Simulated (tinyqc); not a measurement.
# Quarter-wave Bragg mirror and the threshold of a vertical cavity: what changes with what

N pairs of lossless layers, each a quarter wave thick at lam, in the order nH, nL from the incident medium n0 to the exit medium ns; normal incidence, no dispersion. At wavelength lam + dw each layer has the phase d = (pi/2) lam/(lam + dw) and the matrix [[cos d, i sin d/n], [i n sin d, cos d]].

Inputs (values chosen for the exercise); indices close to those of titanium oxide and silicon dioxide: design wavelength lam = 633 nm; high index nH = 2.321; low index nL = 1.466; number of pairs N = 6; index of the incident medium n0 = 1; index of the exit medium ns = 1.5.

Each table varies one quantity; the others keep the values above.

## Effect of the number of pairs

At the design wavelength Y = ns (nH/nL)^(2 N), T0 = 4 n0 Y/(n0 + Y)^2; stop band, to first order in its width, (4 lam/pi) arcsin((nH - nL)/(nH + nL)); layer thicknesses lam/(4 n).

Effect of the number of pairs:
```
N  T0 (%)  stack thickness (um)
1   66.38                0.1761
2   34.69                0.3523
3   15.59                0.5284
4   6.533                0.7045
5   2.659                0.8806
6   1.069                 1.057
7  0.4280                 1.233
8  0.1710                 1.409
```

What does the comparison show?

The transmission T0 falls from 66.4 to 0.171 %, by a factor of 2.50 a pair at the end.

## Spectrum across the stop band

B = M11 + M12 ns, C = M21 + M22 ns; r = (n0 B - C)/(n0 B + C), T = 4 n0 ns/|n0 B + C|^2, R = |r|^2 = 1 - T. stop band, to first order in its width, (4 lam/pi) arcsin((nH - nL)/(nH + nL)).

Result of one run:
```
dw (nm)       R  T (%)  |trace of the pair matrix|/2
-83      0.8890  11.10                        0.9912
```

What becomes of these results when the detuning of the light dw is changed from -83 to 28 nm, all else the same?

Result of the changed run:
```
dw (nm)       R  T (%)  |trace of the pair matrix|/2
28       0.9875  1.253                         1.098
```

The whole series:
```
dw (nm)       R  T (%)  |trace of the pair matrix|/2
-130     0.3655  63.45                        0.7788
-100     0.4701  52.99                        0.9296
-83      0.8890  11.10                        0.9912
-55      0.9753  2.472                         1.061
-28      0.9871  1.292                         1.096
28       0.9875  1.253                         1.098
55       0.9809  1.911                         1.074
83       0.9614  3.859                         1.038
100      0.9320  6.798                         1.012
130      0.7552  24.48                        0.9600
```

The stop band is about 184 nm wide to first order; 6 of the 10 rows lie inside it (last column above one), where the field decays from pair to pair. T is 1.29 and 1.25 % in the two rows nearest the centre, against 1.07 % at dw = 0, and 63.4 and 24.5 % in the outermost rows, where it oscillates with wavelength.

Numbers from tinyqc (`OMP_NUM_THREADS=1 python tinyqc.py 2650030 2650031 out.jsonl`; about 0.01 s on one thread of a shared Intel Xeon 2.30GHz).
